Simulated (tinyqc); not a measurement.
Drifting, spreading and decaying minority pulse (Haynes-Shockley), Crank-Nicolson time steps: one step of the calculation.

Low injection in a uniform field: dn/dt = D d2n/dx2 - v dn/dx - n/tau with D = mu Vt and v = mu F towards +x. Exact solution on an infinite bar for a Gaussian start at x0: n = N0 exp(-t/tau) exp(-(x - x0 - v t)^2/(2 s^2))/sqrt(2 pi s^2), s^2 = s0^2 + 2 D t.

Task. Coefficients of the scheme. Exponentially fitted fluxes: d = F hx/Vt, B(d) = d/(exp(d) - 1), k = D dt/hx^2; (L n)_i = a n_(i-1) + b n_i + c n_(i+1) with a = k B(-d), c = k B(d), b = -a - c - dt/tau. Explicit steps keep n positive for dt up to 1/[(D/hx^2)(B(d) + B(-d)) + 1/tau].

Values chosen for this exercise; mobility close to that of germanium at room temperature: temperature T = 350 K; minority-carrier mobility mu = 1910 cm^2/(V s); sweep field along the drift F = 11 V/cm; mesh step hx = 11 um; lifetime tau = 7.5e-7 s; time step dt = 2.5e-8 s.

Constants: q = 1.602176634e-19 C, kB = 1.380649e-23 J/K, Vt = kB T/q. Results are converted to the units shown.

Give: D; v; d; a; b; c; positivity limit of dt.

Result.

D = 57.61 cm^2/s
v = 2.101e4 cm/s
d = 0.4012
a = 1.445
b = -2.446
c = 0.9674
positivity limit of dt = 1.022e-8 s

Program tinyqc, `OMP_NUM_THREADS=1 python tinyqc.py 2310126 2310127 out.jsonl`; Intel Xeon 2.30GHz, shared host, one thread, about 0.01 s.
